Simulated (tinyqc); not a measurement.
From results back to parameters: static screening by free carriers. Four cases, with inputs chosen for the exercise.

Problem. At zero temperature the gas shows Friedel oscillations of period pi/kF and a Thomas-Fermi length 1/qTF; n and m are hidden.

kF = (3 pi^2 n/Mv)^(1/3), EF = c kF^2/m with c = hbar^2/2m0, n in 1/angstrom^3 (1e-24 per 1/cm^3), e2 = e^2/(4 pi eps0). Thomas-Fermi: qTF^2 = 6 pi e2 n/(eps EF). Debye: qD^2 = 4 pi e2 n/(eps kB T).

Constants: hbar^2/2m0 = 3.80998211 eV angstrom^2; e^2/(4 pi eps0) = 14.39964547 eV angstrom.

Case 1.

Values chosen (out of a larger set: near those of GaAs; not measured data): Mv = 1 (valleys); eps = 13 (background dielectric constant).

period = 1051.79 angstrom
1/qTF = 164.805 angstrom

Case 2.

Values chosen (out of a larger set: near those of Ge; not measured data): Mv = 4 (valleys); eps = 16.1 (background dielectric constant).

period = 182.423 angstrom
1/qTF = 20.9699 angstrom

Case 3.

Values chosen (out of a larger set: near those of Si; not measured data): Mv = 6 (valleys); eps = 11.6 (background dielectric constant).

period = 74.8220 angstrom
1/qTF = 7.85069 angstrom

Case 4.

Values chosen (out of a larger set: near those of GaAs; not measured data): Mv = 1 (valleys); eps = 12.8 (background dielectric constant).

period = 116.635 angstrom
1/qTF = 54.3346 angstrom

Find: kF; n; m.

Solution. kF = pi/period and n = Mv kF^3/(3 pi^2); qTF^2 = 2 e2 Mv m kF/(pi eps c) then gives m.

Case 1.

kF = 0.002987 1/angstrom
n = 9.00e+14 1/cm^3
m = 0.067 m0

Case 2.

kF = 0.01722 1/angstrom
n = 6.90e+17 1/cm^3
m = 0.221 m0

Case 3.

kF = 0.04199 1/angstrom
n = 1.50e+19 1/cm^3
m = 0.310 m0

Case 4.

kF = 0.02694 1/angstrom
n = 6.60e+17 1/cm^3
m = 0.067 m0

Computed by tinyqc, one run a case: `OMP_NUM_THREADS=1 python tinyqc.py N N+1 out.jsonl` with N = 1681776, 1681794, 1681833, 1681879; one thread of a shared Intel(R) Xeon(R) Processor @ 2.30GHz, about 0.01 s a run at most.
